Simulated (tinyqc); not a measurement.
# Frequency dispersion of an accumulation capacitance by border traps, distributed model: two studies

Traps spread evenly through the insulator exchange electrons with the semiconductor by tunnelling, with tau(x) = t0 exp(2 ka x) at depth x from the interface. The admittance per area Y seen at depth x obeys dY/dx = -Y^2/(i w eps0 eox) + q Nb ln(1 + i w tau)/tau, with Y(0) = i w Cs and w = 2 pi f; the gate sees Y(tox) = G + i w C. Working variable y = Y/(i w), in uF/cm^2. Cox = eps0 eox/tox.

Inputs (values chosen for the exercise); permittivity close to that of silicon dioxide:
- eox = 4.03 (relative permittivity of the insulator)
- tox = 11 nm (insulator thickness)
- Cs = 1.1 uF/cm^2 (semiconductor capacitance in accumulation)
- Nb = 7.7e19 cm^-3 eV^-1 (density of border traps)
- ka = 5 1/nm (decay constant of the wave function in the insulator)
- t0 = 3e-9 s (time constant of a trap at the interface)
- f = 10000 Hz (frequency)

Constants: q = 1.602176634e-19 C, eps0 = 8.8541878128e-14 F/cm where lengths are in cm. Results are converted to the units shown.

Each table varies one quantity; the others keep the values above.

## Capacitance and loss against frequency

Cox; trap-free value 1/(1/Cox + 1/Cs); response depth d = ln(1/(w t0))/(2 ka), where w tau = 1; lumped estimate: all traps within d act as C_bt = q Nb d placed at d/2, so C = 1/{1/[1/(1/Cs + d/(2 eps0 eox)) + C_bt] + (tox - d/2)/(eps0 eox)}. C and G from a fine integration; dispersion -d C/d log10 f over C, from f times and over 1.1. For a broad spread of time constants G/w is close to -(pi/2) dC/d ln w.

The same in every row: trap-free C (uF/cm^2) = 0.2505.

Results:

| f (Hz) | d (nm) | C (uF/cm^2) | G/w (uF/cm^2) | dispersion (% a decade) | -(pi/2) dC/d ln w (uF/cm^2) | lumped C (uF/cm^2) |
|---|---|---|---|---|---|---|
| 10 | 1.548 | 0.3190 | 0.005345 | 2.452 | 0.005335 | 0.3103 |
| 100 | 1.318 | 0.3112 | 0.005373 | 2.525 | 0.005361 | 0.3038 |
| 1000 | 1.088 | 0.3032 | 0.005485 | 2.643 | 0.005468 | 0.2969 |
| 10000 | 0.8576 | 0.2951 | 0.005712 | 2.825 | 0.005687 | 0.2894 |
| 1e5 | 0.6274 | 0.2865 | 0.006100 | 3.103 | 0.006065 | 0.2811 |
| 1e7 | 0.1669 | 0.2667 | 0.007423 | 4.260 | 0.007749 | 0.2603 |

Estimate the missing row, f = 1e6 Hz.

Computed row:

| f (Hz) | d (nm) | C (uF/cm^2) | G/w (uF/cm^2) | dispersion (% a decade) | -(pi/2) dC/d ln w (uF/cm^2) | lumped C (uF/cm^2) |
|---|---|---|---|---|---|---|
| 1e6 | 0.3971 | 0.2772 | 0.006716 | 3.538 | 0.006690 | 0.2716 |

With this row back in the table: C falls from 0.3190 to 0.2667 uF/cm^2, towards the trap-free 0.2505; each decade of frequency removes ln 10/(2 ka) = 0.230 nm from the response depth. The dispersion rises from 2.45 to 4.26 % a decade and G/w rises from 0.00535 to 0.00742 uF/cm^2. G/w lies between 0.958 and 1.01 times -(pi/2) dC/d ln w, the relation for a broad spread of time constants.

## Effect of the insulator thickness

Same model as above.

The same in every row: d (nm) = 0.8576.

Effect of the insulator thickness:

| tox (nm) | C (uF/cm^2) | G/w (uF/cm^2) | dispersion (% a decade) | -(pi/2) dC/d ln w (uF/cm^2) | lumped C (uF/cm^2) | trap-free C (uF/cm^2) |
|---|---|---|---|---|---|---|
| 2 | 1.149 | 0.08704 | 11.03 | 0.08648 | 1.072 | 0.6805 |
| 2.8 | 0.9145 | 0.05504 | 8.780 | 0.05477 | 0.8641 | 0.5904 |
| 3.9 | 0.7138 | 0.03348 | 6.849 | 0.03335 | 0.6824 | 0.4995 |
| 5.4 | 0.5493 | 0.01981 | 5.267 | 0.01973 | 0.5303 | 0.4128 |
| 7.5 | 0.4152 | 0.01131 | 3.978 | 0.01127 | 0.4041 | 0.3321 |
| 10 | 0.3217 | 0.006788 | 3.080 | 0.006759 | 0.3150 | 0.2694 |
| 14 | 0.2364 | 0.003667 | 2.263 | 0.003649 | 0.2328 | 0.2069 |
| 20 | 0.1692 | 0.001877 | 1.618 | 0.001868 | 0.1673 | 0.1535 |

As tox goes from 2 to 20, C falls from 1.15 to 0.169 uF/cm^2, the dispersion falls from 11.0 to 1.62 % a decade and G/w falls from 0.0870 to 0.00188 uF/cm^2. The lumped estimate is 6.7 % below C in the first row and 1.1 % below it in the last.

Program tinyqc, `OMP_NUM_THREADS=1 python tinyqc.py 2202139 2202140 out.jsonl`; Intel Xeon 2.30GHz, shared host, one thread, about 0.7 s.
